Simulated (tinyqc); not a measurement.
## Delay unit and parasitic delay from two ring oscillators

Problem. A ring of 51 inverters oscillates at 1/(2 x 51 d), with stage delay d = tau (h + p) for fan-out h. Find tau, p and the delay at fan-out 4.

frequencies of 51-stage ring oscillators with fan-out 2 and 5 (GHz): 0.47588156  0.25556602

Solution. d is a straight line in h with slope tau and intercept tau p.

tau = 5.920 ps
p = 1.480
delay at fan-out 4 = 32.44 ps

Program tinyqc, `OMP_NUM_THREADS=1 python tinyqc.py 2082175 2082176 out.jsonl`; Intel Xeon 2.30GHz, shared host, one thread, about 0.01 s.
